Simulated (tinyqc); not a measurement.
Worked calculation: plane-wave Kohn-Sham cycle with exchange-only LDA in a layered model solid. Computed by tinyqc, a small Python program that keeps every step. Settings: points = 16, plane-wave index or count = 2, electrons = 4, k points = 1, area = 17.0, mixing = 0.3, iteration cap = 68, Pulay depth = 3. Command: `OMP_NUM_THREADS=1 python tinyqc.py 23302 23303 out.jsonl` (the two numbers bound the seeds that draw the settings). One thread of a shared host (Intel(R) Xeon(R) Processor @ 2.60GHz), about 0.03 s of CPU time with the checks. Later iterations appear only in the table of the cycle.

## Iteration 1: potential

A solid whose potential varies along x alone (atomic units):
```
parameter                      value
period a                    7.700000
cross-section of the cell  17.000000
electrons per cell                 4
grid points                       16
plane waves -n..n, n               2
k points                           1
V1 in V1 cos(2 pi x/a)     -0.660000
V2 in V2 cos(4 pi x/a)     -0.170000
```

density at the start, on the grid x_j = j a/N (e/bohr^3): 0.0305577  0.0305577  0.0305577  0.0305577  0.0305577  0.0305577  0.0305577  0.0305577  0.0305577  0.0305577  0.0305577  0.0305577  0.0305577  0.0305577  0.0305577  0.0305577

V_H(G) = 4 pi rho(G)/G^2 for G != 0 (uniform background); v_x = -(3 rho/pi)^(1/3); V = V_ext + V_H + v_x; Fourier components f(G_m) = (1/N) sum_j f(x_j) exp(-i G_m x_j).

Potentials on the grid (hartree):
```
x           V_ext      V_H       v_x         V
0.00000  -0.83000  0.00000  -0.30787  -1.13787
0.48125  -0.72997  0.00000  -0.30787  -1.03784
0.96250  -0.46669  0.00000  -0.30787  -0.77456
1.44375  -0.13236  0.00000  -0.30787  -0.44023
1.92500   0.17000  0.00000  -0.30787  -0.13787
2.40625   0.37278  0.00000  -0.30787   0.06491
2.88750   0.46669  0.00000  -0.30787   0.15882
3.36875   0.48955  0.00000  -0.30787   0.18168
3.85000   0.49000  0.00000  -0.30787   0.18213
4.33125   0.48955  0.00000  -0.30787   0.18168
4.81250   0.46669  0.00000  -0.30787   0.15882
5.29375   0.37278  0.00000  -0.30787   0.06491
5.77500   0.17000  0.00000  -0.30787  -0.13787
6.25625  -0.13236  0.00000  -0.30787  -0.44023
6.73750  -0.46669  0.00000  -0.30787  -0.77456
7.21875  -0.72997  0.00000  -0.30787  -1.03784
```

V(G_m), m = 0, 1, 2, ... (hartree): -0.30787  -0.33000  -0.08500  0.00000  0.00000

## Iteration 1: Hamiltonian at one k

k = 0.00000 2 pi / a

H(m,m') = (k + G_m)^2/2 delta + V(G_m - G_m'), with V(-G) = V(G).

H (hartree), lower triangle:
```
          -2        -1        +0        +1       +2
-2   1.02384
-1  -0.33000   0.02506
+0  -0.08500  -0.33000  -0.30787
+1   0.00000  -0.08500  -0.33000   0.02506
+2   0.00000   0.00000  -0.08500  -0.33000  1.02384
```

## Iteration 1: levels at that k

Diagonalise the Hermitian matrix.

eigenvalues (hartree): -0.71826  0.00335  0.25779  1.11650  1.13055

## Iteration 1: new density

Motion across x is left out: the lowest 2 band(s) hold two electrons at each of the k points (j + 1/2)/nk - 1/2. Residual R = rho(out) - rho(in); rho(new) = rho(in) + 0.3 R. rho(out) = 2/(a A nk) sum |psi|^2 with psi = sum c exp(i G x). Harris energy E = band energy - dV sum rho (V_H/2 + v_x) + (3/4) dV sum rho v_x with rho(in), dV = a A/N, band energy = (2/nk) sum of the filled levels.

rho(out) (e/bohr^3): 0.0544412  0.0571030  0.0587589  0.0499286  0.0317879  0.0143402  0.0043558  0.0008589  0.0002151  0.0008589  0.0043558  0.0143402  0.0317879  0.0499286  0.0587589  0.0571030

density after iteration 1 (e/bohr^3): 0.0377227  0.0385213  0.0390180  0.0363690  0.0309267  0.0256924  0.0226971  0.0216481  0.0214549  0.0216481  0.0226971  0.0256924  0.0309267  0.0363690  0.0390180  0.0385213

energy per cell = -1.1219591 hartree

## Iteration 2: potential

As before.

Potentials on the grid (hartree):
```
x           V_ext       V_H       v_x         V
0.00000  -0.83000   0.17857  -0.33026  -0.98169
0.48125  -0.72997   0.16792  -0.33258  -0.89462
0.96250  -0.46669   0.13416  -0.33400  -0.66653
1.44375  -0.13236   0.07658  -0.32626  -0.38205
1.92500   0.17000   0.00280  -0.30910  -0.13630
2.40625   0.37278  -0.07212  -0.29058   0.01009
2.88750   0.46669  -0.13345  -0.27881   0.05443
3.36875   0.48955  -0.17239  -0.27445   0.04271
3.85000   0.49000  -0.18559  -0.27363   0.03078
4.33125   0.48955  -0.17239  -0.27445   0.04271
4.81250   0.46669  -0.13345  -0.27881   0.05443
5.29375   0.37278  -0.07212  -0.29058   0.01009
5.77500   0.17000   0.00280  -0.30910  -0.13630
6.25625  -0.13236   0.07658  -0.32626  -0.38205
6.73750  -0.46669   0.13416  -0.33400  -0.66653
7.21875  -0.72997   0.16792  -0.33258  -0.89462
```

V(G_m), m = 0, 1, 2, ... (hartree): -0.30597  -0.25401  -0.08482  0.00089  0.00004

## Iteration 2: Hamiltonian at one k

k = 0.00000 2 pi / a

As before.

H (hartree), lower triangle:
```
          -2        -1        +0        +1       +2
-2   1.02574
-1  -0.25401   0.02696
+0  -0.08482  -0.25401  -0.30597
+1   0.00089  -0.08482  -0.25401   0.02696
+2   0.00004   0.00089  -0.08482  -0.25401  1.02574
```

## Iteration 2: levels at that k

As before.

eigenvalues (hartree): -0.59930  0.04549  0.17806  1.08320  1.09198

## Iteration 2: new density

B (overlaps of the stored error matrices):
```
               1              2
1  8.9076260e-03  5.6080938e-03
2  5.6080938e-03  3.5569654e-03
```

Motion across x is left out: the lowest 2 band(s) hold two electrons at each of the k points (j + 1/2)/nk - 1/2. Residual R = rho(out) - rho(in); rho(new) = rho(in) + 0.3 R; Pulay mixing then takes sum c_i of the stored mixed densities, with c from B_ij = sum R_i R_j as in DIIS. rho(out) = 2/(a A nk) sum |psi|^2 with psi = sum c exp(i G x). Harris energy E = band energy - dV sum rho (V_H/2 + v_x) + (3/4) dV sum rho v_x with rho(in), dV = a A/N, band energy = (2/nk) sum of the filled levels.

rho(out) (e/bohr^3): 0.0519521  0.0542560  0.0560523  0.0492232  0.0336980  0.0172099  0.0063029  0.0015416  0.0004029  0.0015416  0.0063029  0.0172099  0.0336980  0.0492232  0.0560523  0.0542560

DIIS coefficients: -1.64300  2.64300

density after iteration 2 (e/bohr^3): 0.0490052  0.0509973  0.0525245  0.0465611  0.0331241  0.0189667  0.0096981  0.0057056  0.0047628  0.0057056  0.0096981  0.0189667  0.0331241  0.0465611  0.0525245  0.0509973

energy per cell = -0.8560786 hartree

## Convergence

Stop when sqrt(dV sum R^2) is below 1e-8, dV = a A/N.

Course of the cycle:
```
iteration  E (hartree)  norm of the residual
1           -1.1219591              2.70e-01
2           -0.8560786              1.71e-01
3           -0.7860072              2.60e-01
4           -0.7353078              2.32e-01
5           -0.7454935              3.09e-01
6           -1.0388541              3.04e-01
7           -0.7932813              1.72e-01
8           -0.7151543              8.21e-02
9           -0.7256588              7.17e-02
10          -0.7505634              2.70e-01
11          -0.7097785              6.03e-02
...                ...                   ...
58          -0.7178526              8.39e-02
59          -0.7103951              7.03e-02
60          -0.7560525              2.67e-01
61          -0.7106853              6.43e-02
62          -0.7143369              2.19e-01
63          -0.7254088              2.29e-01
64          -0.7098678              2.13e-01
65          -0.9562291              2.84e-01
66          -0.7646407              1.51e-01
67          -0.7108725              8.26e-02
68          -0.7708214              2.71e-01
```

Not converged within 68 iterations: the residual wanders without falling. Reruns (cap 100 unless said): mixing 0.1: not converged; mixing 0.5, Kerker q0 1.0: not converged; mixing 0.3, Pulay depth 5: not converged; the original settings with a cap of 400: not converged.
